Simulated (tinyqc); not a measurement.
Born-von Karman spring model of a cubic crystal with one atom per cell. From one set of inputs to another, one input at a time. Computed by tinyqc, a small Python program. Command: `OMP_NUM_THREADS=1 python tinyqc.py 3021661 3021662 out.jsonl springs ladder`. One thread of a shared host (Intel(R) Xeon(R) Processor @ 2.30GHz), about 0.3 s of CPU time with the checks.

First neighbours lie at a/2 (1,1,0) (12 of them), second at a (1,0,0) (6), with all permutations and signs; the volume per atom is Omega = a^3/4.

The inputs printed are set A. Inputs not listed in the table keep their values of set A, so the rows need not describe a real material.

Inputs (values chosen for the exercise, for a model crystal): lattice constant a = 3.09 angstrom; atomic mass M = 66.8 u; radial spring k1L = 0.419 eV/angstrom^2; transverse spring k1T = -0.0058 eV/angstrom^2; radial spring k2L = 0.015 eV/angstrom^2; transverse spring k2T = 0.0023 eV/angstrom^2; mesh divisions n = 6; temperature T = 100 K.

Lattice: fcc.

Constants: 1 eV/angstrom^3 = 160.2176634 GPa; u = 1.6605390666e-27 kg; nu for 1 eV/(angstrom^2 u) = 15.6333042 THz; h x 1 THz = 4.135667696 meV; k_B = 8.617333262e-05 eV/K; hbar^2/u = 4.18015928e-03 eV angstrom^2; hbar = 1.054571817e-34 J s; k_B = 1.380649e-23 J/K.

Method:
- [ij,kl] = (1/(2 Omega)) sum_R K_ij R_k R_l; C11 = [xx,xx], C44 = [xx,yy], C12 = 2 [xy,xy] - C44; B = (C11 + 2 C12)/3; Zener ratio A = 2 C44/(C11 - C12). K(R) = kL n n^T + kT (1 - n n^T).
- rho = M/Omega and v = sqrt(C/rho), with C = C11, C44, C44 along [100]; (C11 + C12 + 2 C44)/2, C44, (C11 - C12)/2 along [110]; (C11 + 2 C12 + 4 C44)/3 and twice (C11 - C12 + C44)/3 along [111].
- A neighbour at R with unit vector n couples by the matrix K(R) = kL n n^T + kT (1 - n n^T), and D(q) = (1/M) sum_R K(R) [1 - cos(q.R)].
- An eigenvalue lambda of D in eV/(angstrom^2 u) gives nu = 15.6333042 THz x sqrt(lambda).
- Mesh: q = sum_i (m_i + 1/2)/n b_i, m_i = 0..n-1, with b = [[-1, 1, 1], [1, -1, 1], [1, 1, -1]] in 2 pi/a; sums are averages over the n^3 points, per atom.
- With x = h nu/(k_B T) and n = 1/(exp(x) - 1) for each mode: F = k_B T [x/2 + ln(1 - exp(-x))], U = k_B T x (n + 1/2), S/k_B = x n - ln(1 - exp(-x)), C/k_B = x^2 n (n + 1).
- <u_x^2> = (1/3) sum over modes of hbar^2/(2 M h nu) coth(x/2); zero-point energy = sum h nu/2. <u_x^2> converges slowly with the mesh, from below, with an error of order 1/n.
- Christoffel matrix G_xx = C11 n_x^2 + C44 (1 - n_x^2), G_xy = (C12 + C44) n_x n_y, with eigenvalues rho v^2; v_m^-3 is the mean of v^-3 over three branches and all directions (12 Gauss-Legendre points in cos(theta) times 24 angles phi = (j + 1/2) pi/12); q_D = (6 pi^2/Omega)^(1/3); Theta = hbar v_m q_D/k_B.

Each row keeps all changes above it:
```
input moved                               from      to  C44 (GPa)  elastic Debye temperature (K)  entropy S (k_B/atom)
set A                                        -       -      21.30                          178.1                 2.902
radial spring k1L (eV/angstrom^2)        0.419    1.38      71.13                          320.8                 1.451
temperature T (K)                          100     600      71.13                          320.8                 6.334
atomic mass M (u)                         66.8  107.87      71.13                          252.5                 7.046
radial spring k2L (eV/angstrom^2)        0.015   0.011      71.13                          251.8                 7.049
transverse spring k1T (eV/angstrom^2)  -0.0058  -0.096      57.10                          209.5                 7.337
lattice constant a (angstrom)             3.09    4.09      43.14                          209.5                 7.337
```

Where does the difference come from?

C44 goes from 21.3 to 43.1, a factor 2.03 in all. The largest single move comes from radial spring k1L (a factor 3.34), and lattice constant a works against it (a factor 0.756). Elastic Debye temperature goes from 178 to 210, a factor 1.18 in all. The largest single move comes from radial spring k1L (a factor 1.80), and atomic mass M works against it (a factor 0.787). Entropy S goes from 2.90 to 7.34, a factor 2.53 in all. The largest single move comes from temperature T (a factor 4.36), and radial spring k1L works against it (a factor 0.500). The single moves hold for this order of the switches; the total does not depend on the order.

Extremes, crossings and ranges named in words are read from the listed rows.
